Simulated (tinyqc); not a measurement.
Which clusters to keep: cluster expansion of a binary alloy: correlations, fit, cross-validation and ground states. Computed by tinyqc, a small Python program. Command: `OMP_NUM_THREADS=1 python tinyqc.py 3012829 3012830 out.jsonl clex walk`. One thread of a shared host (Intel(R) Xeon(R) Processor @ 2.30GHz), about 0.07 s of CPU time with the checks.

s = +1 for A and -1 for B. Energy per site E = J0 + J1 P(point) + sum over clusters of m V P, with P the mean product of spins; V > 0 on a pair favours unlike neighbours. Clusters per site m: pair 1 2, pair 2 2, pair 3 2, triplet 4; the triplet is two first-neighbour bonds at a right angle. Formation energies are counted from the line between pure A and pure B, which removes J0 and J1.

Inputs (values chosen for the exercise, for a model alloy):
```
quantity                    value      unit
first-pair interaction V1      15       meV
second-pair interaction V2    7.9       meV
third-pair interaction V3    -1.6       meV
triplet interaction Vt        3.3       meV
noise amplitude               3.5  meV/site
```

Lattice: square.

Method:
- Design matrix of formation energies: m (P - 1) for pairs and m (P(triplet) - P(point)) for the triplet; x = (1 - P(point))/2.
- Exact: X V with V = (V1, V2, V3, Vt). The data to fit add the noise amplitude times the normal numbers, standing for what the clusters leave out.
- For each set, H = X (X^T X)^-1 X^T over the structures between the ends; residual e = E - H E; leave-one-out error e_i/(1 - H_ii); both as root mean squares.

correlations P, counted on periodic cells:
```
                      point    pair 1    pair 2    pair 3   triplet
A                   1.00000   1.00000   1.00000   1.00000   1.00000
A3B p(2x2)          0.50000   0.00000   0.00000   1.00000  -0.50000
A3B c(4x2)          0.50000   0.00000   0.00000   0.50000  -0.50000
A2B diagonal rows   0.33333  -0.33333   0.33333  -0.33333  -0.33333
A2B rows            0.33333   0.33333  -0.33333   0.33333   0.33333
AB c(2x2)           0.00000  -1.00000   1.00000   1.00000   0.00000
AB p(2x1)           0.00000   0.00000  -1.00000   1.00000   0.00000
A2B2 rows           0.00000   0.50000   0.00000   0.00000   0.00000
AB2 diagonal rows  -0.33333  -0.33333   0.33333  -0.33333   0.33333
AB2 rows           -0.33333   0.33333  -0.33333   0.33333  -0.33333
AB3 p(2x2)         -0.50000   0.00000   0.00000   1.00000   0.50000
AB3 c(4x2)         -0.50000   0.00000   0.00000   0.50000   0.50000
B                  -1.00000   1.00000   1.00000   1.00000  -1.00000
```

standard normal numbers for the noise (0 for the pure ends): A 0.000, A3B p(2x2) -1.808, A3B c(4x2) -0.136, A2B diagonal rows -0.806, A2B rows 0.330, AB c(2x2) 1.784, AB p(2x1) 0.126, A2B2 rows 0.828, AB2 diagonal rows 0.309, AB2 rows -0.362, AB3 p(2x2) 0.721, AB3 c(4x2) -0.856, B 0.000

X:
```
                     pair 1    pair 2    pair 3   triplet
A                   0.00000   0.00000   0.00000   0.00000
A3B p(2x2)         -2.00000  -2.00000   0.00000  -4.00000
A3B c(4x2)         -2.00000  -2.00000  -1.00000  -4.00000
A2B diagonal rows  -2.66667  -1.33333  -2.66667  -2.66667
A2B rows           -1.33333  -2.66667  -1.33333   0.00000
AB c(2x2)          -4.00000   0.00000   0.00000   0.00000
AB p(2x1)          -2.00000  -4.00000   0.00000   0.00000
A2B2 rows          -1.00000  -2.00000  -2.00000   0.00000
AB2 diagonal rows  -2.66667  -1.33333  -2.66667   2.66667
AB2 rows           -1.33333  -2.66667  -1.33333   0.00000
AB3 p(2x2)         -2.00000  -2.00000   0.00000   4.00000
AB3 c(4x2)         -2.00000  -2.00000  -1.00000   4.00000
B                   0.00000   0.00000   0.00000   0.00000
```

data (meV/site): A 0.0000, A3B p(2x2) -65.3280, A3B c(4x2) -57.8760, A2B diagonal rows -57.8877, A2B rows -37.7783, AB c(2x2) -53.7560, AB p(2x1) -61.1590, A2B2 rows -24.7020, AB2 diagonal rows -36.3852, AB2 rows -40.2003, AB3 p(2x2) -30.0765, AB3 c(4x2) -33.9960, B 0.0000

Fits:
```
clusters     fit error (meV/site)  leave-one-out error (meV/site)  largest H_ii
V1                         16.149                          18.865       0.29209
V1 V2                      10.495                          11.711       0.64793
V1 V3                      16.041                          22.325       0.51613
V1 V2 Vt                    3.127                           4.261       0.64793
V1 Vt                      12.665                          15.926       0.29209
V1 V2 V3                   10.397                          13.580       0.75527
V1 V3 Vt                   12.528                          19.629       0.51613
V1 V2 V3 Vt                 2.783                           5.539       0.75527
```

leave-one-out error without pair 3 = 4.2609 meV/site

leave-one-out error with all four = 5.5390 meV/site

What does the comparison show, and why?

The fit error can only fall as clusters are added, to 2.78 meV with all four. The leave-one-out error is least for V1 V2 Vt (4.26 meV), and all four give 5.54: the extra terms fit noise more than signal.

Extremes, crossings and ranges named in words are read from the listed rows.
